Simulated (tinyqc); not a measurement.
# Undoped symmetric double-gate MOSFET, analytic potential model: output curve

An undoped body of thickness ts between two equal insulators and tied gates; long channel, electrons only, n = ni exp((psi - V)/Vt) with V the quasi-Fermi potential (0 at the source, Vd at the drain), constant mobility, no quantisation. Across the body psi(x) = V - 2 Vt ln[(ts/(2 beta)) sqrt(q ni/(2 eps0 eps_r Vt)) cos(2 beta x/ts)], x from the centre. Q is the electron charge per area of the whole body.

ni = sqrt(Nc Nv) exp(-Eg/(2 Vt)), Eg in volts; r = eps_r tox/(eox ts); V0 = dphi + 2 Vt ln[(2/ts) sqrt(2 eps0 eps_r Vt/(q ni))]. beta (between 0 and pi/2) solves (Vg - V0 - V)/(2 Vt) = ln(beta) - ln(cos beta) + 2 r beta tan(beta). Q = 8 eps0 eps_r Vt beta tan(beta)/ts; I = mu (1/L)(4 eps0 eps_r/ts)(2 Vt)^2 [g(beta_s) - g(beta_d)] per width, g = beta tan(beta) - beta^2/2 + r beta^2 tan^2(beta), with beta_s at V = 0 and beta_d at V = Vd.

Parameters, values chosen for the exercise; material values close to those of silicon: temperature T = 300 K; band gap Eg = 1.14 eV; relative permittivity of the semiconductor eps_r = 11.6; conduction-band density of states at T Nc = 2.82e19 cm^-3; valence-band density of states at T Nv = 2.64e19 cm^-3; relative permittivity of the gate insulator eox = 20.9; insulator thickness tox = 9.4 nm; body thickness ts = 25 nm; gate work function less that of the intrinsic body dphi = 0.17 V; channel mobility mu = 350 cm^2/(V s); gate length L = 0.1 um; gate voltage Vg = 0.91 V.

Constants: q = 1.602176634e-19 C, kB = 1.380649e-23 J/K, Vt = kB T/q, eps0 = 8.8541878128e-14 F/cm where lengths are in cm. Results are converted to the units shown.

Output curve:

| Vd (V) | Qd (nC/cm^2) | Qd/Qs | I (uA/um) |
|---|---|---|---|
| 0.06 | 544.7 | 0.7517 | 133.1 |
| 0.11 | 405.2 | 0.5592 | 216.0 |
| 0.16 | 278.8 | 0.3847 | 275.7 |
| 0.21 | 169.9 | 0.2345 | 314.6 |
| 0.27 | 70.82 | 0.09773 | 339.2 |
| 0.32 | 22.41 | 0.03093 | 346.9 |
| 0.37 | 4.416 | 0.006094 | 348.9 |
| 0.42 | 0.6816 | 9.406e-4 | 349.2 |
| 0.47 | 0.09955 | 1.374e-4 | 349.3 |

Read the table: what changes, and by how much?

The current rises from 133 to 349 uA/um, while the charge at the drain end falls from 0.75 to 1.4e-4 of that at the source. The current first comes within 1 % of its last value at Vd = 0.32 V among the rows. Over the last rows Qd falls by a factor of e for each Vt of drain voltage: the drain end is in weak inversion. In every row the surface density at the source passes 0.3 Nc, where Boltzmann statistics fail. For Vd = 0.11 to 0.47 V mu V/L, with V the smaller of Vd and Vg - V0, passes 3e6 cm/s, so velocity saturation would lower the current. In every row L is under three scale lengths of this cross-section, so short-channel effects, left out here, would raise the subthreshold current.

Program tinyqc, `OMP_NUM_THREADS=1 python tinyqc.py 2440095 2440096 out.jsonl`; Intel Xeon 2.30GHz, shared host, one thread, about 0.01 s.
